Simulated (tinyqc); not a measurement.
Strain-driven roughening and islands of a mismatched epitaxial film: one step, computed by the program tinyqc. Command: `OMP_NUM_THREADS=1 python tinyqc.py 3014049 3014050 out.jsonl island walk`. One thread of a shared host (Intel(R) Xeon(R) Processor @ 2.30GHz), about 0.01 s of CPU time with the checks.

Film and substrate share isotropic elastic constants; the film is coherent and biaxially strained.

Problem. Asaro-Tiller-Grinfeld instability. A ripple A cos(k x) has the surface chemical potential per volume [gamma k^2 - 2 (1 + nu) w k] A cos(k x), so k_c = 2 (1 + nu) w/gamma. With surface diffusion the amplitude grows at the rate q = B k^2 [2 (1 + nu) w k - gamma k^2], fastest at k_m = (3/4) k_c. B is the surface mobility.

Inputs (values chosen for the exercise, modelled on GaN on AlN): Poisson ratio nu = 0.21; surface energy gamma = 1.75 J/m^2; surface mobility D_s nu_s Omega^2/(k_B T) = 1e-34 m^6/(J s).

Transport: surface diffusion.

energy density w = 196.2376 MJ/m^3

Give: k_c; critical wavelength; fastest wavelength; growth time 1/q at k_m.

Solution.

k_c = 0.2714 1/nm

critical wavelength = 23.15 nm

fastest wavelength = 30.87 nm

growth time 1/q at k_m = 9.991 s
